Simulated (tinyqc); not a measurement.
# Hopping conduction between localised states, step by step

A worked calculation. Computed by tinyqc, a small Python program that keeps every step. Command: `OMP_NUM_THREADS=1 python tinyqc.py 3013389 3013390 out.jsonl hop walk`. One thread of a shared host (Intel(R) Xeon(R) Processor @ 2.30GHz), about 0.01 s of CPU time with the checks. Intermediate numbers are printed to about 7 digits and carried at full precision; extremes and crossings named in words are read from the listed rows.

Energies are counted from the Fermi level. A small network shows the mechanism; the laws of an infinite system follow.

Inputs (values chosen for the exercise, for a model defective oxide): localisation length xi = 0.94 nm; density of states g_0 = 2.2e+19 1/(eV cm^3); permittivity eps = 13; activation energy E_a to extended states = 0.11 eV; prefactor of activated conduction = 460 S/cm; prefactor of hopping = 1.1 S/cm; conductance scale G_0 = 1 microsiemens; temperature T = 120 K.

Dimension: 3D.

sites of the small network (nm, nm, meV), columns x, y, energy:
$$\begin{pmatrix}
0 & 1.22 & -1.39 \\
0.73 & 1.76 & 24.08 \\
2.28 & 0.49 & 24.45 \\
2.86 & 1.64 & 21.74 \\
3.89 & 1.58 & -24.67 \\
4.63 & 1.74 & 9.89 \\
6.17 & 0.44 & -26.5 \\
6.9 & 1.35 & -1.16
\end{pmatrix}$$

Constants: k_B = 8.617333262e-05 eV/K; e^2/(4 pi eps_0) = 14.39964548 eV angstrom.

## Pair exponents

Miller-Abrahams exponent s_ij = 2 r_ij/xi + (|E_i| + |E_j| + |E_i - E_j|)/(2 k_B T); G_ij = G_0 exp(-s_ij). The diagonal is set to 0 and not used.

s_ij:
$$\begin{pmatrix}
0.00000 & 4.39502 & 7.59249 & 8.38714 & 10.69766 & 11.00382 & 15.79481 & 14.81788 \\
4.39502 & 0.00000 & 6.62792 & 6.86774 & 11.44864 & 10.62662 & 16.80164 & 15.59743 \\
7.59249 & 6.62792 & 0.00000 & 5.10481 & 8.88687 & 8.02775 & 13.20436 & 12.47524 \\
8.38714 & 6.86774 & 5.10481 & 0.00000 & 6.68325 & 5.87431 & 12.15610 & 10.83239 \\
10.69766 & 11.44864 & 8.88687 & 6.68325 & 0.00000 & 4.95295 & 7.98632 & 8.80862 \\
11.00382 & 10.62662 & 8.02775 & 5.87431 & 4.95295 & 0.00000 & 7.80703 & 5.96913 \\
15.79481 & 16.80164 & 13.20436 & 12.15610 & 7.98632 & 7.80703 & 0.00000 & 5.04483 \\
14.81788 & 15.59743 & 12.47524 & 10.83239 & 8.80862 & 5.96913 & 5.04483 & 0.00000
\end{pmatrix}$$

## Kirchhoff solution

Site 1 is held at potential 1 and site 8 at 0; Kirchhoff's law sum_j G_ij (u_i - u_j) = 0 fixes the others; G = sum_j G_1j (1 - u_j). G_ij = G_0 exp(-s_ij).

potentials: [1.000000, 0.934178, 0.631724, 0.558708, 0.348279, 0.324903, 0.035422, 0.000000]

conductance G = 0.001124823 microsiemens

-ln(G/G_0) = 6.790130

## Critical path

Critical exponent s_c: the smallest value such that bonds with s_ij <= s_c connect site 1 with site 8.

critical exponent s_c = 6.627923

One such path is 1-2-3-4-6-8. -ln(G/G_0) = 6.79 against s_c = 6.63: the hardest unavoidable hop sets the conductance.

## The network against temperature

Miller-Abrahams exponent s_ij = 2 r_ij/xi + (|E_i| + |E_j| + |E_i - E_j|)/(2 k_B T); G_ij = G_0 exp(-s_ij). Site 1 is held at potential 1 and site 8 at 0; Kirchhoff's law sum_j G_ij (u_i - u_j) = 0 fixes the others; G = sum_j G_1j (1 - u_j). The last column is the length of the critical bond.

Network:
```
T (K)  -ln(G/G_0)       s_c  critical hop (nm)
36       11.70829  12.14490           2.003846
54        9.39215   9.51777           2.003846
84        7.71390   7.64125           2.003846
120       6.79013   6.62792           2.003846
180       6.04115   5.83978           2.003846
300       5.41216   5.32798           2.303259
600       4.91935   4.99177           2.015341
```

-ln(G/G_0) follows s_c within 0.5. The critical hop is 2.00 nm long at the lowest T and 2.02 nm at the highest: in this small sample the range does not grow on cooling.

## Variable-range laws

Mott: T_M = 21.2/(k_B g_0 xi^3), exponent (T_M/T)^(1/4), mean hop r = (3/8) xi times the exponent. Efros-Shklovskii: T_ES = 2.8 e^2/(4 pi eps eps_0 k_B xi), exponent (T_ES/T)^(1/2). Coulomb gap width g_0^(1/2) (e^2/(4 pi eps eps_0))^(3/2). The numerical coefficients come from percolation theory and are given.

T_M = 1.346346e+07 K

T_ES = 3828.827 K

Mott exponent = 18.30180

Efros-Shklovskii exponent = 5.648619

mean hop by the Mott formula = 6.451385 nm

Coulomb gap = 5.467943 meV

The larger exponent, here Mott, is the one that limits; the two are equal at T = 1.09 K, below which the Coulomb gap rules.

## Total conductivity

sigma = s_1 exp(-E_a/k_B T) + s_2 exp(-larger of the two exponents); reduced activation energy w = d ln(sigma)/d ln(T) by a central difference of +/- 1 %.

activated part = 0.01103980 S/cm

hopping part = 1.238856e-08 S/cm

conductivity = 0.01103981 S/cm

reduced activation energy w = 10.63818

Activation to extended states carries 100 %. For sigma = s exp(-(T_0/T)^p), w = p (T_0/T)^p, so the slope of ln w against ln T gives -p.

Checks made by the program: current leaving the first site against current entering the last (relative difference below 1e-10).
